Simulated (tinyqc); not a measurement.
# On-chip interconnect, size-dependent resistivity and RC delay: two metals against line width

A rectangular line between two neighbours and two ground planes. Surface and grain-boundary scattering are added to the bulk resistivity as corrections; capacitances are parallel-plate values without fringing; inductance is ignored.

Metal width x = wd - 2 tl, height y = AR wd - tl; grain boundaries (Mayadas-Shatzkes): al = (lam/(gr x)) Rg/(1 - Rg), g = 1/[1 - 3 al/2 + 3 al^2 - 3 al^3 ln(1 + 1/al)] - 1; surfaces (Fuchs-Sondheimer, thick limit): s = (3/8) lam (1 - ps)(1/x + 1/y); rho = rho0 (1 + g + s); r = rho/(x y). The second metal has rho2, lam2 and tl2 in place of rho0, lam and tl; ps, Rg, gr and AR are shared.

Parameters, values chosen for the exercise; metal values close to those of tungsten: bulk resistivity rho0 = 5.19 uohm cm; bulk mean free path lam = 15.2 nm; specular share of surface scattering ps = 0.2; reflection coefficient of grain boundaries Rg = 0.35; grain size over the metal width gr = 2; aspect ratio, height over width AR = 1.5; liner on both walls and the bottom, not conducting tl = 1 nm; space to the neighbouring lines sp = 32 nm; dielectric height to the planes above and below hd = 35 nm; relative permittivity of the dielectric ek = 2.7; Miller factor of the neighbours Mf = 2; bulk resistivity of the second metal (close to molybdenum) rho2 = 5.27 uohm cm; mean free path of the second metal lam2 = 11.4 nm; liner of the second metal tl2 = 0.1 nm.

Constants: eps0 = 8.8541878128e-12 F/m. Results are converted to the units shown.

Two metals against line width:
```
wd (nm),"rho, first (uohm cm)","rho, second (uohm cm)","r, first (ohm/um)","r, second (ohm/um)",ratio second/first
5,26.412,16.153,13544,4547.5,0.33574
6.5,19.671,13.599,4995.7,2236.8,0.44774
8,16.207,12.019,2455.6,1294.9,0.52733
10,13.557,10.660,1210.4,730.05,0.60314
13,11.347,9.4123,557.61,379.04,0.67975
17,9.7497,8.4371,265.30,197.72,0.74527
22,8.6360,7.7181,134.94,107.61,0.79750
30,7.6697,7.0668,62.254,52.815,0.84838
45,6.8168,6.4694,23.839,21.425,0.89875
70,6.2248,6.0422,8.8020,8.2521,0.93752
120,5.7893,5.7211,2.7409,2.6546,0.96851
```

The resistivity of the first metal falls from 26.4 to 5.79 uohm cm and that of the second goes from 16.2 to 5.72 uohm cm as the line widens. The products rho0 lam, which set the size effect, are 78.9 and 60.1 uohm cm nm. The second metal has the lower resistance in every row. For widths well under the mean free path the thick-limit surface term is only a guide.

Program tinyqc, `OMP_NUM_THREADS=1 python tinyqc.py 2100165 2100166 out.jsonl`; Intel Xeon 2.30GHz, shared host, one thread, about 0.01 s.
